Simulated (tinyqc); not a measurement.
Bias-temperature instability from a Gaussian distribution of capture and emission barriers: one step, computed by the program tinyqc.

Each trap has a capture time tau_0 exp(E_c/(k_B T)) under stress and an emission time tau_0 exp(E_e/(k_B T)) after it. E_c is Gaussian, and E_e = E_c + d with d Gaussian and independent. A trap counts as filled once t_s exceeds its capture time and as emptied once t_r exceeds its emission time.

Question. Recovery. Demarcation energies E_s = k_B T ln(t_s/tau_0), E_r = k_B T ln(t_r/tau_0); mean barrier mu = mu_c - k_F F; z = (E_s - mu)/sigma_c; Phi is the standard normal distribution. Temperatures in kelvin are T(C) + 273.15. Remaining shift dV = V_max int_(-infinity)^(E_s) g(E_c) [1 - Phi((E_r - E_c - delta)/sigma_d)] dE_c, g the Gaussian density of E_c (Gauss-Legendre, 120 points over 7 sigma_c below E_s).

Inputs (values chosen for the exercise, for a model p-channel transistor):
```
quantity                                      value  unit
shift with all traps filled V_max               220    mV
spread of capture barriers sigma_c             0.39    eV
mean of E_e - E_c at the stress field, delta  0.072    eV
spread of E_e - E_c, sigma_d                   0.18    eV
time constant tau_0                           2e-10     s
temperature T                                   175     C
stress time t_s                                2000     s
recovery time t_r                                 2     s
```

mean barrier mu = 1.3128 eV

shift without recovery dV0 = 75.63971 mV

Constants: k_B = 8.617333262e-05 eV/K.

Give: E_r; remaining shift dV; remaining share dV/dV0.

Answer.

E_r = 0.8892 eV

remaining shift dV = 48.74 mV

remaining share dV/dV0 = 0.6444

A measurement delay of t_r hides 36 % of the shift.
